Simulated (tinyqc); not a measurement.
Longitudinal sound in a periodic multilayer: transfer matrices, stop bands and folded phonons: one step, computed by the program tinyqc. Command: `OMP_NUM_THREADS=1 python tinyqc.py 3008710 3008711 out.jsonl multilayer walk`. One thread of a shared host (Intel(R) Xeon(R) Processor @ 2.30GHz), about 0.01 s of CPU time with the checks.

Layers 1 and 2 repeat with period d = d_1 + d_2; waves travel normal to the layers, without loss. State vector (u, s): displacement u and stress divided by omega. Impedances Z = rho v are in 1e6 kg/(m^2 s).

Question. Transmission through N periods. A layer maps (u, s) by [[cos p, sin p/Z], [-Z sin p, cos p]], p = 2 pi f d_i/v_i; one period is M = M_2 M_1, and cos(q d) = trace(M)/2. For N periods A = M^N. A wave comes from a thick layer of material 1 and leaves into the substrate (Z_s): transmitted power T = 4 Z_1 Z_s/|Z_1 A_22 + Z_s A_11 - i (Z_1 Z_s A_12 - A_21)|^2, reflected power R = 1 - T.

Inputs (values chosen for the exercise, modelled on silica (layer 1), hafnia (layer 2) and gallium arsenide (substrate)):

| quantity | value | unit |
|---|---|---|
| velocity v_1 | 5970 | m/s |
| thickness d_1 | 291 | nm |
| velocity v_2 | 5550 | m/s |
| thickness d_2 | 98.8 | nm |
| periods N | 2 | - |
| frequency f | 11.6 | GHz |

M:
```
            1            2
1  -0.1528420  -0.02462191
2    48.79415     1.317736
```

Z_2 = 53.6685

Z_1 = 13.1937

Z of the substrate = 25.017

Give: A = M^N; transmitted power T; T in decibel.

Answer.

A = M^N:
```
         1          2
1  -1.1780  -0.028682
2   56.840    0.53502
```

transmitted power T = 0.26950

T in decibel = -5.6944 dB
